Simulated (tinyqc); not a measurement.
Which coupling does what: hole subbands of a hard-walled well, four-band Luttinger model.

Hole energies are counted downwards from the unstrained band edge, c = hbar^2/2m0. After the usual block transformation one block is H = [[P + Q - Zs, R - i S], [R + i S, P - Q + Zs]] in (heavy, light), with P +/- Q = c [(g1 +/- g2) k^2 + (g1 -/+ 2 g2) kz^2], R = sqrt(3) c gR k^2, S = 2 sqrt(3) c g3 k kz, kz = -i d/dz; axial approximation gR = (g2 + g3)/2. Zs = b (e_par - e_perp) is the shear part of the strain (the hydrostatic part shifts all levels alike and is left out). Basis sqrt(2/L) sin(n pi z/L), n = 1 to N, for each component: kz^2 gives (n pi/L)^2 and the heavy-light block is R delta_nm - 2 sqrt(3) c g3 k D_nm with D_nm = 4 n m/(L (n^2 - m^2)) for n + m odd, 0 otherwise. The other block has the same levels. The split-off band is left out.

Constants: hbar^2/2m0 = 3.80998211 eV angstrom^2.

Parameters, chosen for this exercise (near those of AlAs; the results hold for these values, not for the real material):
- g1 = 3.73 (Luttinger gamma1)
- g2 = 0.82 (gamma2)
- g3 = 1.44 (gamma3)
- L = 175 angstrom (well width along [001])
- k = 0.0101 1/angstrom (wave vector in the plane)

shear strain energy Zs = 0.044960 eV

N = 20, at the given k. Diagonal: R = S = 0. Along [100] and [110] gR is g2 and g3 instead of their mean.

Hole energies (meV):

| model | E1 | E2 | E3 | E4 |
|---|---|---|---|---|
| diagonal | -40.63 | -32.93 | -20.10 | -2.13 |
| R alone | -40.63 | -32.93 | -20.10 | -2.14 |
| S alone | -40.71 | -33.25 | -20.76 | -3.18 |
| axial | -40.72 | -33.26 | -20.77 | -3.18 |
| [100] | -40.72 | -33.26 | -20.77 | -3.18 |
| [110] | -40.72 | -33.26 | -20.77 | -3.18 |

The couplings move E1 by -0.09 meV: R alone by -0.01, S alone by -0.09, so S matters more at k L/pi = 0.56 (R grows as k^2 and joins equal n, S as k and joins n of opposite parity). Warping spreads E1 by 0.01 meV between [100] and [110], the hole being heavier along [110]; the axial value lies between them.

Program tinyqc; command `OMP_NUM_THREADS=1 python tinyqc.py 1251503 1251504 out.jsonl`; about 0.09 s on one thread of a shared Intel(R) Xeon(R) Processor @ 2.30GHz.
